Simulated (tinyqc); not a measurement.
Comparisons within one model: armchair graphene nanoribbon in tight binding. A value that a table varies takes the place of the one given here.

An armchair ribbon of N dimer lines, width (N - 1) sqrt3 acc/2, period 3 acc, one pz orbital a site. In line n, A_n binds to B_n with -t exp(ik/3), times (1 + d) in the two edge lines, and to B_(n-1) and B_(n+1) with -t exp(-ik/6); k runs from -pi to pi. For d = 0 the modes across the ribbon are sin(n p pi/(N + 1)), p = 1 to N, with E = -/+ t sqrt(1 + 4 c^2 + 4 c cos(k/2)), c = cos(p pi/(N + 1)).

Constants: hbar^2/2m0 = 3.80998211 eV angstrom^2.

Values chosen for the exercise (near those used for graphene; shifted at random, so the results belong to these values and not to a real crystal): t = 2.64 eV (hopping); acc = 1.42 angstrom (bond length); N0 = 24 (first width); d1 = 0.12 (edge correction); N = 6 (dimer lines); d = 0.12 (relative strengthening of the edge bonds); k = 0.8 (k times the period 3 acc).

## Three families of gaps

Nine widths from N0 on, gaps at k = 0 with d = 0 and d = d1.

Gaps:
```
N   family  width (angstrom)  gap, d = 0 (eV)  gap, d1 (eV)  gap x (N + 1) sqrt3 acc/2 (eV angstrom)
24      3p             28.28           0.3783        0.3101                                     9.53
25    3p+1             29.51           0.3725        0.4452                                    14.23
26    3p+2             30.74           0.0000        0.0667                                     2.21
27      3p             31.97           0.3383        0.2770                                     9.54
28    3p+1             33.20           0.3336        0.3984                                    14.21
29    3p+2             34.43           0.0000        0.0600                                     2.21
30      3p             35.66           0.3059        0.2503                                     9.54
31    3p+1             36.89           0.3021        0.3605                                    14.19
32    3p+2             38.12           0.0000        0.0545                                     2.21
```

Without edge correction the 3p+2 ribbons have no gap and the other two families nearly share one curve. With it the mean of the last column is 14.21 for 3p+1, 9.54 for 3p and 2.21 eV angstrom for 3p+2: the stronger edge bonds raise the gap of 3p+1, lower that of 3p and open one in 3p+2. Within a family the gap falls about as 1/width. One-electron gaps of this kind leave out the self-energy and exciton terms, which are large in narrow ribbons.

## Mass and gap go together

Nine widths from N0 on. Lowest conduction band for d = d1: m/m0 = c q^2/(E(q) - E(0)) with q = h/(3 acc), h = 0.001, c = hbar^2/2m0. Dirac rule: m = Eg/(2 v^2), that is m/m0 = c Eg/(hbar v)^2 with hbar v = 3 t acc/2.

Masses:
```
N   gap (eV)  mass (m0)  Dirac rule (m0)
24    0.3101     0.0345           0.0374
25    0.4452     0.0570           0.0536
26    0.0667     0.0079           0.0080
27    0.2770     0.0311           0.0334
28    0.3984     0.0507           0.0480
29    0.0600     0.0072           0.0072
30    0.2503     0.0282           0.0302
31    0.3605     0.0456           0.0434
32    0.0545     0.0065           0.0066
```

The ratio of mass to the Dirac rule runs from 0.92 (N = 24) to 1.06 (N = 25). Its mean is 0.93 for N = 3p, 1.06 for 3p+1 and 0.99 for 3p+2: the lowest modes of 3p and 3p+1 lie on opposite sides of the Dirac point, where the velocity along the ribbon differs. The largest gap (N = 25) and the heaviest mass (N = 25) belong to one ribbon.

## What each parameter does

Gap at k = 0, lowest positive level at k, and highest level at k = 0. Each row changes one parameter from the base and keeps the others.

Results:
```
case          gap (eV)  lowest level at k (eV)  top of the band (eV)
base            1.0920                  1.3112                7.4334
t = 2.772 eV    1.1466                  1.3767                7.8051
N = 7           1.5013                  1.2018                7.5430
d = 0.17        1.0090                  1.3005                7.4500
k = 0.64        1.0920                  1.1010                7.4334
```

The largest shifts from the base row, up to three for each result and ties (the steps differ in size, so this ranks the rows, not the parameters). gap (eV): N +0.4093, d -0.0830, t +0.0546; unchanged at the printed digits by k. lowest level at k (eV): k -0.2102, N -0.1093, t +0.0656. top of the band (eV): t +0.3717, N +0.1096, d +0.0165; unchanged at the printed digits by k.

Run: tinyqc, `OMP_NUM_THREADS=1 python tinyqc.py 1480855 1480856 out.jsonl`; Intel(R) Xeon(R) Processor @ 2.30GHz, one thread, shared host; about 0.04 s of CPU time with all checks.
